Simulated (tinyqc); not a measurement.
Inside a calculation. Model: round nanowire with a gate all round, subbands and threshold shift from confinement.

Numbers from tinyqc (`OMP_NUM_THREADS=1 python tinyqc.py 2350099 2350100 out.jsonl`; about 0.1 s on one thread of a shared Intel Xeon 2.30GHz). Printed values are rounded.

Undoped body with a flat potential across it, hard walls, transport along x. One isotropic valley (g = 1, mx = my = mz = me). Non-parabolicity enters the subband edges through E (1 + al E) = gamma, so E = 2 gamma/(1 + sqrt(1 + 4 al gamma)); motion within a subband is taken as parabolic with the band-edge mass. Energies are counted from the bulk band edge.

Inputs (values chosen for the exercise); masses close to those of In0.53Ga0.47As: temperature T = 300 K; mass at the band edge me = 0.0412 m0; non-parabolicity al = 1.3 1/eV; diameter t = 4.4 nm; widening of the box by penetration into the insulator dl = 0.3 nm.

Constants: q = 1.602176634e-19 C, kB = 1.380649e-23 J/K, hbar = 1.054571817e-34 J s, m0 = 9.1093837015e-31 kg, Vt = kB T/q, hbar^2/(2 m0) = 0.0380998212 eV nm^2. Results are converted to the units shown.

Range of the model: Non-parabolicity also makes carriers heavier within each subband, which is left out, so densities of states are understated at high energy. Levels near or above 1 eV lie beyond real barriers and upper valleys; they are listed for the hard-wall model only.

## Lowest subbands

gamma = C (2 z/(t + dl))^2 (1/my + 1/mz)/2, z the zeros of the Bessel functions J_l (2.404826, 3.831706, 5.135622, 5.520078, ...), twofold for l > 0; the mean inverse mass is an approximation for anisotropic valleys, C = hbar^2/(2 m0). List the 3 lowest, labelled by quantum numbers, with degeneracy g and N_k: N_k = g sqrt(2 mx m0 kB T/(pi hbar^2)).

```
subband   E_k (eV)  g  N_k (cm^-1)
0,1      0.5602953  1   9.433205e5
1,1       1.043355  2   1.886641e6
2,1       1.498260  2   1.886641e6
```

## Threshold shift

Each subband has N_k = g sqrt(2 mx m0 kB T/(pi hbar^2)); without degeneracy n = exp(EF/Vt) sum N_k exp(-E_k/Vt). Classical value Nc times pi t^2/4, Nc = sum over valleys of 2 g (m m0 kB T/(2 pi hbar^2))^1.5 with m = (mx my mz)^(1/3). Threshold shift dVT = Vt ln(classical value/sum N_k exp(-E_k/Vt)). Use the subbands listed.

shares, subband 0,1 to 2,1 (%): 100.0000  0.0000  0.0000
sum N_k exp(-E_k/Vt) = 3.648489e-4 cm^-1
Nc = 2.098543e17 cm^-3
classical value = 31908.99 cm^-1
dVT = 472.7470 mV

With all subbands dVT = 472.7 mV. The lowest edge lies at 560 meV; dVT is smaller than that, since sum N_k exp(-(E_k - E_1)/Vt) exceeds the classical value.
